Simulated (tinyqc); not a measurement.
Free-carrier optics of a doped semiconductor (Drude model with one polar phonon): one step. Coupled plasmon-phonon modes. Two cases, with inputs chosen for the exercise.

Problem. Without damping eps = 0 gives E^4 - (wL^2 + Ep^2) E^2 + Ep^2 wT^2 = 0 with wL = wT sqrt(es/ei) (Lyddane-Sachs-Teller).

Give: wL; L-, L+.

Case 1.

Values chosen (out of a larger set: mass and dielectric values near those of GaSb; N and mu are free inputs; interband absorption and the rise of the mass with filling are left out; not measured data): wT = 27.7 meV (TO phonon); es = 15.52 (static dielectric constant); ei = 14.43 (high-frequency dielectric constant).

Ep = 9.9821 meV

Solution.

wL = 28.73 meV

L-, L+ (meV): 9.58  28.86

L+ lies 0.14 meV above the larger of wL and Ep; L- lies below wT by 18.12 meV.

Case 2.

Values chosen (out of a larger set: mass and dielectric values near those of GaN; N and mu are free inputs; interband absorption and the rise of the mass with filling are left out; not measured data): wT = 69.7 meV (TO phonon); es = 9.46 (static dielectric constant); ei = 5.27 (high-frequency dielectric constant).

Ep = 199.1040 meV

Solution.

wL = 93.38 meV

L-, L+ (meV): 66.17  209.72

L+ lies 10.62 meV above the larger of wL and Ep; L- lies below wT by 3.53 meV.

Computed by tinyqc, one run a case: `OMP_NUM_THREADS=1 python tinyqc.py N N+1 out.jsonl` with N = 1682498, 1682589; one thread of a shared Intel(R) Xeon(R) Processor @ 2.30GHz, about 0.01 s a run at most.
